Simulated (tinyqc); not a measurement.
# Changing the doping N

Model: specific resistance of a metal-semiconductor contact and its transmission-line measurement. Computed by tinyqc, a small Python program. Command: `OMP_NUM_THREADS=1 python tinyqc.py 3013086 3013087 out.jsonl contact sweep`. One thread of a shared host (Intel(R) Xeon(R) Processor @ 2.30GHz), about 0.02 s of CPU time with the checks.

The barrier is parabolic (depletion approximation), energies E are normal energies counted from the band edge in the neutral semiconductor (downwards for holes), and the bias is zero. xi is an input, held fixed when other inputs move.

Inputs (values chosen for the exercise, modelled on n-type GaN):
```
quantity                                         value          unit
tunnelling mass m                                 0.19           m_0
permittivity eps                                   9.7             -
Richardson constant A*                            26.9  A/(cm^2 K^2)
barrier height phi_B                               0.9            eV
Fermi level above the band edge in the bulk, xi   0.59            eV
temperature T                                      200             K
```

Image-force lowering: left out.

Constants: hbar = 1.054571817e-34 J s; eps_0 = 8.8541878128e-12 F/m; m_0 = 9.1093837015e-31 kg; k_B = 8.617333262e-05 eV/K; e = 1.602176634e-19 C.

Method:
- E_00 = (e hbar/2) sqrt(N/(eps eps_0 m)); band bending E_b = phi_B + xi; depletion width w = sqrt(2 eps eps_0 E_b/(e^2 N)).
- WKB transmission for E < E_b, with a = E/E_b: D = exp{-(E_b/E_00) [sqrt(1 - a) - a ln((1 + sqrt(1 - a))/sqrt(a))]}; D = 1 above.
- At zero bias 1/rho_c = (e A*/k_B^2) int D(E) f(E) dE, f = 1/(1 + exp((E - xi)/k_B T)); 200 Gauss-Legendre points from 0 to E_b, and k_B T ln(1 + exp((xi - E_b)/k_B T)) for the part above the barrier; the share of tunnelling is the part below.

One run for each value; columns: (1) doping N (1/cm^3); (2) specific contact resistance rho_c (ohm cm^2); (3) E_00/k_B T; (4) share of tunnelling (%); (5) depletion width (nm):
```
(1)              (2)     (3)     (4)     (5)
1.00e+17  1.6739e+13   0.251   97.81  126.39
2.80e+17  5.4240e+11   0.420   99.93   75.53
7.70e+17  3.7191e+08   0.696  100.00   45.55
6.00e+18  6.2465e-02   1.944  100.00   16.32
1.70e+19  7.1413e-05   3.272  100.00    9.69
4.60e+19  1.1271e-06   5.382  100.00    5.89
1.30e+20  6.8110e-08   9.048  100.00    3.51
3.60e+20  1.1285e-08  15.056  100.00    2.11
1.00e+21  3.4571e-09  25.094  100.00    1.26
```

Give the missing row, doping N (1/cm^3) = 2.20e+18.

Computed row; columns: (1) doping N (1/cm^3); (2) specific contact resistance rho_c (ohm cm^2); (3) E_00/k_B T; (4) share of tunnelling (%); (5) depletion width (nm):
```
(1)              (2)    (3)     (4)    (5)
2.20e+18  1.3536e+03  1.177  100.00  26.95
```

Interpolating between the two neighbouring rows (the first column on a logarithmic scale, the others too where they are positive) misses most in specific contact resistance rho_c (ohm cm^2), by 180 %. Over the rows, specific contact resistance rho_c (ohm cm^2) falls from 1.67e13 to 3.46e-9 (exponent d ln y / d ln x -3.3 between the first rows and -1.2 between the last); E_00/k_B T rises from 0.251 to 25.1 (exponent d ln y / d ln x about 0.50 throughout); share of tunnelling (%) rises from 97.8 to 100, flat over part of the range. The exponent of depletion width stays at -0.50: the depletion approximation. xi is held fixed. Doping thins the barrier, and the tunnelling exponent, of order phi_B/E_00, falls as N^(-1/2). E_00 passes 5 k_B T (field emission) between 1.70e19 and 4.60e19 per cm^3.

Caution (rows 1.00e21): the barrier is thinner than 1.5 nm, about the spacing of dopants, so a smooth parabolic barrier and WKB are rough.

Extremes, crossings and ranges named in words are read from the listed rows.
